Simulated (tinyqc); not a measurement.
Full result against the linear law: strain, valley repopulation and piezoresistance in a many-valley conduction band. Computed by tinyqc, a small Python program. Command: `OMP_NUM_THREADS=1 python tinyqc.py 3007811 3007812 out.jsonl valleys walk`. One thread of a shared host (Intel(R) Xeon(R) Processor @ 2.30GHz), about 0.02 s of CPU time with the checks.

Valleys are ellipsoids with mass m_l along the axis a and m_t across it, parabolic, with one constant relaxation time; strain shifts the valleys and leaves the masses alone. Currents are taken along [110], along the load, and along [001], across the load.

Inputs (values chosen for the exercise, modelled on silicon):

| quantity | value | unit |
|---|---|---|
| longitudinal mass m_l | 0.892 | m_0 |
| transverse mass m_t | 0.19 | m_0 |
| shear deformation potential Xi_u | 9.35 | eV |
| dilation deformation potential Xi_d | 1.1 | eV |
| C11 | 165 | GPa |
| C12 | 63.6 | GPa |
| C44 | 80 | GPa |
| electron density n | 3.4e+17 | 1/cm^3 |
| relaxation time tau | 190 | fs |
| temperature T | 350 | K |

Valley axes: <100> (6 valleys in 3 pairs). Load: uniaxial [110].

Constants: k_B = 8.617333262e-05 eV/K; m_0 = 9.1093837015e-31 kg; k_B = 1.380649e-23 J/K; hbar = 1.054571817e-34 J s; e = 1.602176634e-19 C.

Method:
- Each of the 6 valleys holds n_v = N_v (2/sqrt(pi)) F_1/2((E_F - dE_v)/(k_B T)), N_v = 2 (m_d k_B T/(2 pi hbar^2))^(3/2), m_d = (m_l m_t^2)^(1/3); E_F solves sum n_v = n and is counted from the unstrained edge.
- F_j(eta) = int_0^infinity x^j/(1 + exp(x - eta)) dx, without a gamma-function factor. It is evaluated after integrating by parts.
- Integrals over x = E/(k_B T) use 160 Gauss-Legendre points in u = sqrt(x) from 0 to sqrt(max(eta, 0) + 32).
- With eta_0 the reduced Fermi level without strain, r = F_-1/2(eta_0)/(2 F_1/2(eta_0)) (1 for a classical gas) and c = r (Xi_u/k_B T) (m_l - m_t)/(2 m_l + m_t): pi11 = -(2/3) c (S11 - S12), pi12 = -pi11/2, pi44 = 0, with S11 - S12 = 1/(C11 - C12).
- Compliances S11 = (C11 + C12)/((C11 - C12)(C11 + 2 C12)), S12 = -C12/((C11 - C12)(C11 + 2 C12)), S44 = 1/C44; stress sigma_ij = X n_i n_j for the unit vector n of the load; e_xx = S11 sigma_xx + S12 (sigma_yy + sigma_zz), e_xy = S44 sigma_xy/2 (tensor strain).
- Herring-Vogt shift of a valley with unit axis a: dE = Xi_d tr(e) + Xi_u a.e.a.
- Mobility tensor mu = e tau sum_v (n_v/n) [1/m_t + (1/m_l - 1/m_t) a a^T]; unstrained mu_0 = e tau (1/m_l + 2/m_t)/3; resistivity along d from the inverse tensor, rho_d = d.mu^-1.d/(n e), mobility along d = 1/(d.mu^-1.d); gauge pi_d = (rho_d/rho_0 - 1)/X.
- Linear theory: pi_l = (pi11 + pi12 + pi44)/2, pi_t = pi12 along [001].

pi11 = -72.2273 1e-11/Pa

pi12 = 36.1136 1e-11/Pa

pi44 = 0 1e-11/Pa

Resistance changes (%); at 2000 MPa the strain is near or above 1 %, where band warping, left out here, matters:

| X (MPa) | splitting (meV) | largest share | first direction | linear | second direction | linear |
|---|---|---|---|---|---|---|
| -2000 | 92.209 | 0.48846 | 19.832 | 36.114 | -24.87 | -72.227 |
| -1000 | 46.105 | 0.45093 | 14.346 | 18.057 | -20.06 | -36.114 |
| -400 | 18.442 | 0.39314 | 6.816 | 7.223 | -11.32 | -14.445 |
| -150 | 6.916 | 0.35769 | 2.668 | 2.709 | -4.94 | -5.417 |
| -50 | 2.305 | 0.34169 | 0.899 | 0.903 | -1.75 | -1.806 |
| 50 | 2.305 | 0.35047 | -0.906 | -0.903 | 1.86 | 1.806 |
| 150 | 6.916 | 0.38587 | -2.726 | -2.709 | 5.94 | 5.417 |
| 400 | 18.442 | 0.47901 | -7.211 | -7.223 | 18.40 | 14.445 |
| 1000 | 46.105 | 0.69630 | -16.221 | -18.057 | 63.19 | 36.114 |
| 2000 | 92.209 | 0.91332 | -23.628 | -36.114 | 162.31 | 72.227 |

Along the first direction the linear law holds within 10 % for 6 of the 10 stresses, at -400, -150, -50.0, 50.0, 150, 400 MPa. At the largest compression the full change is +19.8 % against the linear +36.1 %, at the largest tension -23.6 % against -36.1 %: once the splitting is comparable with k_B T (or E_F) the populations no longer follow it linearly, and the change must saturate when the upper valleys are empty.

Extremes, crossings and ranges named in words are read from the listed rows.
